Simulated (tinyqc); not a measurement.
Inside a calculation. Method: ROHF in the 6-31g basis, for H2+, spin multiplicity 2. One step of it, computed by the program tinyqc.

Question. Iteration 1: diagonalisation and new density. Diagonalise F' = X^T F X, C = X C', fill 1 alpha and 0 beta electrons from the bottom; D(s) = C_occ C_occ^T. Each column has its largest component positive (the first on a tie).

effective F (hartree), lower triangle:
```
           1H 1s      1H 2s      2H 1s      2H 2s
1H 1s  -0.350169
1H 2s  -0.620848  -0.557430
2H 1s  -0.289710  -0.408085  -0.350169
2H 2s  -0.408085  -0.472858  -0.620848  -0.557430
```

X:
```
               1          2          3         4
1H 1s  -0.718864   0.912016   0.629363  0.278136
1H 2s   1.475015  -0.705111   0.306727  0.359751
2H 1s   0.718864   0.912016  -0.629363  0.278136
2H 2s  -1.475015  -0.705111  -0.306727  0.359751
```

Give: F' = X^T F X; orbital energies; coefficients C; D(alpha) after iteration 1; D(beta) after iteration 1.

Answer.

F' = X^T F X (hartree), lower triangle:
```
         1        2        3        4
1   0.4719
2   0.0000   0.5578
3  -0.3230   0.0000  -0.2281
4   0.0000  -0.0735   0.0000  -0.7775
```

orbital energies (hartree): MO1 -0.7815, MO2 -0.3544, MO3 0.5618, MO4 0.5982

coefficients C:
```
          MO1      MO2      MO3      MO4
1H 1s  0.3277   0.3244   0.8954  -0.8987
1H 2s  0.3206   0.8227  -0.7238   1.2621
2H 1s  0.3277  -0.3244   0.8954   0.8987
2H 2s  0.3206  -0.8227  -0.7238  -1.2621
```

D(alpha) after iteration 1, lower triangle:
```
        1H 1s   1H 2s   2H 1s   2H 2s
1H 1s  0.1074
1H 2s  0.1051  0.1028
2H 1s  0.1074  0.1051  0.1074
2H 2s  0.1051  0.1028  0.1051  0.1028
```

D(beta) after iteration 1, lower triangle:
```
        1H 1s   1H 2s   2H 1s   2H 2s
1H 1s  0.0000
1H 2s  0.0000  0.0000
2H 1s  0.0000  0.0000  0.0000
2H 2s  0.0000  0.0000  0.0000  0.0000
```
